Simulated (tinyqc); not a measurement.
Rigid-ion and shell models of the dielectric response of an ionic crystal. Changing the cation polarisability alpha_+. Computed by tinyqc, a small Python program. Command: `OMP_NUM_THREADS=1 python tinyqc.py 3013579 3013580 out.jsonl shell sweep`. One thread of a shared host (Intel(R) Xeon(R) Processor @ 2.30GHz), about 0.01 s of CPU time with the checks.

Charges +Z and -Z; 4 nearest neighbours, Madelung constant M = 1.638055, volume per ion pair Omega = 3.079201 d^3. Energy per pair U = -M Z^2 e2/d + 4 A exp(-d/rho), e2 = e^2/(4 pi eps_0). In the shell model the anion is a core of charge Y - Z and a massless shell of charge -Y, joined by the spring k; the repulsion acts on the shell. Each ion feels the Lorentz field E + (4 pi/3) P (Gaussian units).

Inputs (values chosen for the exercise, for a model crystal):

| quantity | value | unit |
|---|---|---|
| nearest-neighbour distance d | 3.22 | angstrom |
| ionic charge Z | 1 | e |
| hardness d/rho | 8.19 | - |
| cation mass | 135 | u |
| anion mass | 19 | u |
| shell charge size Y | 2.03 | e |
| core-shell spring k | 18.8 | eV/angstrom^2 |
| film thickness t | 3.7 | nm |

Structure: zinc blende.

Constants: e^2/(4 pi eps_0) = 14.39964548 eV angstrom; 1 eV/angstrom^3 = 160.2176634 GPa; nu for 1 eV/(angstrom^2 u) = 15.6333042 THz; 1 THz = 33.35640952 1/cm; eps_0 = 8.8541878128e-12 F/m; h x 1 THz = 4.135667696 meV.

Method:
- Zero pressure fixes 4 A exp(-d/rho) = M Z^2 e2 rho/d^2. Then U = -(M Z^2 e2/d)(1 - rho/d), B = M Z^2 e2 (d/rho - 2)/(9 Omega d), and the spring of one sublattice against the other is R = (1/3) x (Laplacian of the repulsion summed over neighbours) = M Z^2 e2 (d/rho - 2)/(3 d^3), so R = 3 B Omega/d^2.
- Eliminating the shell gives the anion polarisability alpha_- = Y^2 e2/(k + R), the Szigeti charge Z_S = Z - Y R/(k + R) and the softened spring R' = k R/(k + R). With b = 4 pi (alpha_+ + alpha_-)/(3 Omega): eps_inf = (1 + 2b)/(1 - b) (Clausius-Mossotti); Born charge Z* = Z_S (eps_inf + 2)/3.
- mu lambda_TO = R' - (4 pi e2/(3 Omega)) Z_S^2/(1 - b); mu lambda_LO = mu lambda_TO + 4 pi e2 Z*^2/(eps_inf Omega); eps_s = eps_inf lambda_LO/lambda_TO.
- lambda in eV/(angstrom^2 u) gives the wavenumber 15.6333042 x 33.35640952 x sqrt(lambda); mu is the reduced mass.
- Capacitance per area eps_0 eps_s/t; equivalent oxide thickness EOT = t x 3.9/eps_s; the surface optical mode against silicon (eps = 11.7) lies at omega_TO sqrt[(eps_s + 11.7)/(eps_inf + 11.7)], and its squared coupling to channel electrons scales as g = hbar omega_SO [1/(11.7 + eps_inf) - 1/(11.7 + eps_s)], with hbar omega = h c x wavenumber.

One run for each value:

| cation polarisability alpha_+ (angstrom^3) | eps_s | eps_inf | Born charge Z* (e) | omega_TO (1/cm) | remote-phonon coupling g (meV) |
|---|---|---|---|---|---|
| 0.067 | 3.341 | 1.417 | 0.973 | 118.9 | 0.1539 |
| 0.110 | 3.358 | 1.424 | 0.975 | 118.8 | 0.1544 |
| 0.190 | 3.389 | 1.437 | 0.978 | 118.7 | 0.1553 |
| 0.310 | 3.437 | 1.456 | 0.984 | 118.5 | 0.1567 |
| 0.520 | 3.523 | 1.491 | 0.994 | 118.2 | 0.1593 |
| 0.860 | 3.667 | 1.548 | 1.010 | 117.6 | 0.1635 |
| 1.400 | 3.913 | 1.643 | 1.037 | 116.6 | 0.1705 |
| 2.400 | 4.429 | 1.832 | 1.091 | 114.7 | 0.1848 |
| 4.000 | 5.473 | 2.180 | 1.190 | 111.2 | 0.2118 |

Describe and explain the trends.

Over the rows, eps_s rises from 3.34 to 5.47 (exponent d ln y / d ln x 0.010 between the first rows and 0.41 between the last); eps_inf rises from 1.42 to 2.18 (exponent d ln y / d ln x 0.0097 between the first rows and 0.34 between the last); Born charge Z* (e) rises from 0.973 to 1.19 (exponent d ln y / d ln x 0.0040 between the first rows and 0.17 between the last). A more polarisable cation strengthens the local field, which raises the Born charge and softens the TO mode at once; eps_s grows faster than eps_inf.
